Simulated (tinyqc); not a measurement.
## Via and link resistance from two via chains

Inverse problem. A chain of 2000 vias joined by 2000 metal links has R = 2000 (Rv + Rlink), with Rlink proportional to the link length. Find Rv, Rlink for length L, and the value of Rv that the short chain would give if the links were ignored.

resistance of chains of 2000 links with link lengths L and 3 L (ohm): [15600, 30000]

Answer. R per link is a straight line in the link length; its intercept at zero length is Rv.

Rv = 4.20 ohm
Rlink = 3.60 ohm
Rv without correction = 7.80 ohm

Numbers from tinyqc (`OMP_NUM_THREADS=1 python tinyqc.py 2750013 2750014 out.jsonl`; about 0.01 s on one thread of a shared Intel Xeon 2.30GHz).
